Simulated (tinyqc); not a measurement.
## Tunnel coupling from the slope of the charge transition

Inverse problem. In a double dot with one electron the occupation changes at zero detuning with the slope tanh(tc/kB T)/(4 tc). Find kB T, tc and 2 tc/h.

Values chosen for this exercise:
- T = 0.12 K (electron temperature)

Constants: q = 1.602176634e-19 C, kB = 1.380649e-23 J/K, h = 6.62607015e-34 J s, Vt = kB T/q. Results are converted to the units shown.

dP_R/d(ep) at ep = 0 = 0.014270840 1/ueV

Solution. The slope falls steadily with tc from 1/(4 kB T), so there is one root.

kB T = 10.3 ueV
tc = 16.0 ueV
2 tc/h = 7.74 GHz

Program tinyqc, `OMP_NUM_THREADS=1 python tinyqc.py 2470037 2470038 out.jsonl`; Intel Xeon 2.30GHz, shared host, one thread, about 0.01 s.
